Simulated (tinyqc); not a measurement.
# Admittance spectroscopy and thermally stimulated current of one trap level in a depletion layer, step by step

A worked calculation. Computed by tinyqc, a small Python program that keeps every step. Command: `OMP_NUM_THREADS=1 python tinyqc.py 3113587 3113588 out.jsonl admit walk`. One thread of a shared host (Intel(R) Xeon(R) Processor @ 2.30GHz), about 0.01 s of CPU time with the checks. Intermediate numbers are printed to about 5 digits and carried at full precision; extremes and crossings named in words are read from the listed rows.

A Schottky junction on n-type material holds one donor-like electron trap; shallow donors are fully ionised and abrupt depletion edges are assumed.

Inputs (values chosen for the exercise, modelled on n-type GaN):

| quantity | value | unit |
|---|---|---|
| dielectric constant eps | 9.31 | - |
| density-of-states mass m | 0.203 | m_0 |
| shallow doping N | 1.7e+15 | 1/cm^3 |
| trap density N_t | 5.9e+14 | 1/cm^3 |
| trap depth E_t below the band | 0.597 | eV |
| capture cross section sigma | 9.6e-17 | cm^2 |
| band bending V_b | 0.8 | V |
| test frequency f | 10000 | Hz |
| heating rate beta | 0.39 | K/s |

Constants: k_B = 1.380649e-23 J/K; m_0 = 9.1093837015e-31 kg; h = 6.62607015e-34 J s; k_B = 8.617333262e-05 eV/K; eps_0 = 8.8541878128e-12 F/m; e = 1.602176634e-19 C.

## Temperature of the peak

N_c = 2 (2 pi m k_B T/h^2)^(3/2), v_th = sqrt(3 k_B T/m), emission rate e_n = sigma v_th N_c exp(-E_t/(k_B T)). Where the level crosses the Fermi level capture equals emission, so the trap follows the signal with the rate 2 e_n; G/omega peaks at omega = 2 e_n (the correction for large N_t/N is left out). Solve 2 e_n(T_p) = 2 pi f.

peak temperature T_p = 523.83 K

N_c at T_p = 5.2957e+18 1/cm^3

e_n at T_p = 31416 1/s

E_c - E_F = k_B T_p ln(N_c/N) = 0.36311 eV

Caution: N_t/N is not small, so the peak moves away from omega = 2 e_n.

## The capacitance step

With E_c - E_F = k_B T_p ln(N_c/N): lambda = sqrt(2 eps eps_0 (E_t - (E_c - E_F))/(e^2 N)); traps are empty and charged for x < x_t = w - lambda, and V_b = e (N w^2 + N_t x_t^2)/(2 eps eps_0). High frequency: C_hf = eps eps_0/w. Low frequency: C_lf = eps eps_0 (N + N_t)/(N w + N_t x_t).

lambda = 376.26 nm

depletion width w = 673.48 nm

crossing point x_t = 297.22 nm

C_hf = 12.240 nF/cm^2

C_lf = 14.298 nF/cm^2

step (C_lf - C_hf)/C_hf = 0.16814

small-N_t estimate (N_t/N)(lambda/w) = 0.19390

Reading N_t/N straight from the step would give 0.168 against the true 0.347: the factor lambda/w must be known.

## Scan in temperature at fixed frequency

With x = omega/(2 e_n): C = C_hf + (C_lf - C_hf)/(1 + x^2), G/omega = (C_lf - C_hf) x/(1 + x^2); C_hf and C_lf are held at their values at T_p.

Admittance:

| T (K) | omega/(2 e_n) | C (nF/cm^2) | G/omega (nF/cm^2) |
|---|---|---|---|
| 461.0 | 7.8307 | 12.273 | 0.2586 |
| 481.9 | 3.7345 | 12.377 | 0.5142 |
| 497.6 | 2.2253 | 12.585 | 0.7694 |
| 513.4 | 1.3619 | 12.961 | 0.9818 |
| 523.8 | 1.0009 | 13.268 | 1.0290 |
| 534.3 | 0.7418 | 13.567 | 0.9847 |
| 550.0 | 0.4835 | 13.908 | 0.8065 |
| 571.0 | 0.2822 | 14.146 | 0.5380 |
| 597.2 | 0.1515 | 14.252 | 0.3048 |

The peak of G/omega is half the step, 1.03 nF/cm^2. Its full width is near 2 ln(2 + sqrt3) k_B T_p^2/(E_t + 2 k_B T_p) = 90.6 K.

## Arrhenius plot

T_p for 0.1, 0.3, 1, 3 and 10 f; least-squares lines of ln(e_n/T^2) and of ln(e_n) against 1/(k_B T), e_n = pi f; sigma = exp(intercept)/(v_th N_c/T^2).

Peaks:

| f (Hz) | T_p (K) | 1/(k_B T) (1/eV) | ln(e_n/T^2) | ln(e_n) |
|---|---|---|---|---|
| 1000 | 454.47 | 25.534 | -4.1858 | 8.052 |
| 3000 | 485.27 | 23.914 | -3.2183 | 9.151 |
| 10000 | 523.83 | 22.153 | -2.1673 | 10.355 |
| 30000 | 564.35 | 20.563 | -1.2177 | 11.454 |
| 100000 | 615.98 | 18.839 | -0.1888 | 12.658 |

depth from e_n/T^2 = 0.597 eV

cross section from the intercept = 9.60e-17 cm^2

depth without the T^2 = 0.68770 eV

Leaving out T^2 adds 91 meV, near 2 k_B T_p = 90 meV.

## Thermally stimulated current

Thermally stimulated current without retrapping: filled share n(T) = exp(-(1/beta) int e_n dT), current proportional to e_n n; the peak obeys beta (E_t/(k_B T^2) + 2/T) = e_n(T). The integral starts at 0.5 T_m and uses 4000 trapezoid steps to 1.2 T_m. Chen's first-order estimate from the full width W = T_2 - T_1 between the half-height points: E = 2.52 k_B T_m^2/W - 2 k_B T_m.

peak temperature T_m = 271.69 K

lower half-height T_1 = 258.28 K

upper half-height T_2 = 281.36 K

filled share at T_m = 0.39209

E_t/(k_B T_m) = 25.500

symmetry factor (T_2 - T_m)/(T_2 - T_1) = 0.41919

depth by Chen's formula = 0.64775 eV

The slow ramp empties the trap at 272 K, far below the admittance peak at 524 K, since the rate asked for is 0.039 per second instead of 31000. Chen's formula, made for a constant prefactor, gives 51 meV more than E_t.

Checks made by the program: C_lf against dQ/dV by differences (relative difference below 1e-10); depth recovered (relative difference below 1e-10); peak of the integrated curve (relative difference 3e-05).
